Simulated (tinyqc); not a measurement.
Inside a calculation. Model: microkinetic model of a Langmuir-Hinshelwood surface reaction A + (1/2) B2 = AB with Bronsted-Evans-Polanyi barriers. Computed by tinyqc, a small Python program that keeps every step. Command: `OMP_NUM_THREADS=1 python tinyqc.py 3008431 3008432 out.jsonl microkin walk`. One thread of a shared host (Intel(R) Xeon(R) Processor @ 2.30GHz), about 0.01 s of CPU time with the checks. Intermediate numbers are printed to about 5 digits and carried at full precision; extremes and crossings named in words are read from the listed rows.

A adsorbs in equilibrium; B2 dissociates irreversibly on two free sites; adsorbed A and B react irreversibly and AB leaves at once. theta_A + theta_B + theta_* = 1.

Inputs (values chosen for the exercise, for a model catalyst):

| quantity | value | unit |
|---|---|---|
| adsorption energy of A, E_A | -0.759 | eV |
| adsorption energy per B atom, E_B | -0.764 | eV |
| entropy loss of A, S_A | 1.9 | meV/K |
| entropy loss of B2, S_B | 1.3 | meV/K |
| slope a1 of the dissociation barrier | 0.71 | - |
| intercept b1 | 1.4 | eV |
| slope a2 of the reaction barrier | 0.4 | - |
| intercept b2 | 0.37 | eV |
| pressure p_A | 0.79 | bar |
| pressure p_B | 0.77 | bar |
| temperature T | 725 | K |
| mixing | 0.98 | - |

Solver: damped fixed point.

Constants: k_B = 8.617333262e-05 eV/K; hbar = 6.582119569e-16 eV s.

## Constants

K_A = exp(-(E_A + T S_A)/(k_B T)) per bar; barriers E1 = max(b1 + a1 2 E_B, 0), E2 = b2 - a2 (E_A + E_B); k1 = (k_B T/h) exp(-S_B/k_B) exp(-E1/(k_B T)) per bar, k2 = (k_B T/h) exp(-E2/(k_B T)), h = 2 pi hbar.

barrier E1 = 0.31512 eV

barrier E2 = 0.9792 eV

K_A = 5.0182e-05 1/bar

k1 = 27348 1/(bar s)

k2 = 2.3569e+06 1/s

## Steady state in closed form

theta_A = K_A p_A theta_*; 2 k1 p_B theta_*^2 = k2 theta_A theta_B, so theta_B = w theta_* with w = 2 k1 p_B/(k2 K_A p_A); theta_* = 1/(1 + K_A p_A + w); rate r = k2 theta_A theta_B.

w = 450.75

theta_* = 0.0022136

theta_A = 8.7757e-08

theta_B = 0.99779

rate r = 0.20637 1/s per site

The surface is covered by B, and the reaction step limits. Caution: B is close to or above its equilibrium coverage with B2 gas, so leaving out the desorption of B2 is not justified.

## Iterative solution

Unknown y = theta_B, theta_* = (1 - y)/(1 + K_A p_A). Fixed point y(out) = w theta_*(y), y(new) = y + mixing (y(out) - y), kept within 0 and 1; start y = 0. Stop when the change is below 1e-10, after 80 steps at most.

Course of the iteration:

| step | y in | y new | change |
|---|---|---|---|
| 1 | 0.00 | 1.00 | 1.00 |
| 2 | 1.00 | 0.02 | 0.98 |
| 3 | 0.02 | 1.00 | 0.98 |
| 4 | 1.00 | 0.02 | 0.98 |
| 5 | 0.02 | 1.00 | 0.98 |
| 6 | 1.00 | 0.02 | 0.98 |
| 7 | 0.02 | 1.00 | 0.98 |
| 8 | 1.00 | 0.02 | 0.98 |
| 9 | 0.02 | 1.00 | 0.98 |
| ... | ... | ... | ... |
| 72 | 1.00 | 0.02 | 0.98 |
| 73 | 0.02 | 1.00 | 0.98 |
| 74 | 1.00 | 0.02 | 0.98 |
| 75 | 0.02 | 1.00 | 0.98 |
| 76 | 1.00 | 0.02 | 0.98 |
| 77 | 0.02 | 1.00 | 0.98 |
| 78 | 1.00 | 0.02 | 0.98 |
| 79 | 0.02 | 1.00 | 0.98 |
| 80 | 1.00 | 0.02 | 0.98 |

theta_B at the end = 0.02

last change = 0.98

Tail of the series: the residual has stopped falling and repeats with period one or two: the iteration swings between two states

Not converged within 80 steps: the residual has stopped falling and repeats with period one or two: the iteration swings between two states. The map has slope 1 - mixing (1 + w/(1 + K_A p_A)) = -442, and convergence needs its size below 1.

Reruns converge with solver = Newton. Reruns still fail with mixing = 0.5; and with mixing = 0.1.
